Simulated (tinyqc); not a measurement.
# Counting rate against photon rate

True rate n = nph PDP (dark counts neglected); measured n/(1 + n td) for a non-paralysable detector, n exp(-n td) for a paralysable one.

Values chosen for this exercise: dead time td = 50 ns.

PDP = 0.644

Counting rate against photon rate:
```
nph (1/s),n td,non-paralysable (1/s),paralysable (1/s)
3.1e5,0.009982,1.977e5,1.977e5
7.2e5,0.02318,4.532e5,4.531e5
1.7e6,0.05474,1.038e6,1.036e6
3.8e6,0.1224,2.180e6,2.165e6
8.8e6,0.2834,4.416e6,4.269e6
2e7,0.6440,7.835e6,6.764e6
4.7e7,1.513,1.204e7,6.664e6
1.1e8,3.542,1.560e7,2.051e6
2.5e8,8.050,1.779e7,5.138e4
```

Read the table: what changes, and by how much?

The non-paralysable rate climbs towards 1/td = 2.00e7 1/s and reaches 0.890 of it. The paralysable rate goes from 1.98e5 through a maximum of 6.76e6 (at nph = 2e7 1/s among the rows listed) to 51400 1/s; its true maximum, 1/(e td) = 7.36e6 1/s, lies at n td = 1, so a measured rate below that has two possible causes.

tinyqc, about 0.01 s, one thread, Intel Xeon 2.30GHz (shared host): `OMP_NUM_THREADS=1 python tinyqc.py 2630119 2630120 out.jsonl`
